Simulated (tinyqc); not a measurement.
Energy and delay of logic against supply voltage: two steps of the calculation.

One expression serves below and above threshold: I(Vg) = Ik [ln(1 + exp((Vg - VT + dd V)/(al nf Vt)))]^al, with I_on = I(V) and I_off = I(0). Gate delay td = kd C V/I_on, clock period LD td. Per gate and cycle the switching energy is act C V^2 and the leakage energy I_off V LD td. No short-circuit current, no variation. Minima are sought above 0.09 V; below a few Vt gates no longer switch and the model has no meaning.

Inputs (values chosen for the exercise); values of the order met in logic technologies:

| symbol | value | unit | meaning |
|---|---|---|---|
| T | 330 | K | temperature |
| VT | 0.41 | V | threshold voltage at zero drain bias |
| nf | 1.1 |  | slope factor |
| dd | 0.11 |  | barrier lowering per volt of supply |
| Ik | 0.82 | uA | specific current of a gate |
| al | 1.86 |  | exponent of the current law |
| C | 0.45 | fF | load capacitance of a gate |
| kd | 0.6 |  | delay factor |
| LD | 30 |  | logic depth |
| act | 0.2 |  | activity factor |
| V | 0.6 | V | supply voltage |

Constants: q = 1.602176634e-19 C, kB = 1.380649e-23 J/K, Vt = kB T/q. Results are converted to the units shown.

Task 1. Currents, delay and energies. I_on, I_off, td, clock frequency 1/(LD td), both energies and their sum.

Find: I_on; I_off; td; clock frequency; switching energy; leakage energy; energy.

Result 1.

I_on = 12.968 uA
I_off = 0.013700 nA
td = 12.493 ps
clock frequency = 2.6683 GHz
switching energy = 32.400 aJ
leakage energy = 0.0030808 aJ
energy = 32.403 aJ

I_on/I_off = 9.47e5; leakage makes up 0.00951 % of the energy.

Task 2. New V. Minimum-energy supply: E(V) is the energy per gate and cycle; with h = 0.001 V, E' = (E(V + h) - E(V - h))/(2 h), E'' = (E(V - h) - 2 E(V) + E(V + h))/h^2, V(new) = V - E'/E''.

V after iteration 1 = 0.14623648 V

Wanted: E'; E''; V after iteration 2.

Result 2.

E' = -3.182 aJ/V
E'' = 567.1 aJ/V^2
V after iteration 2 = 0.1518 V

Numbers from tinyqc (`OMP_NUM_THREADS=1 python tinyqc.py 2082203 2082204 out.jsonl`; about 0.01 s on one thread of a shared Intel Xeon 2.30GHz).
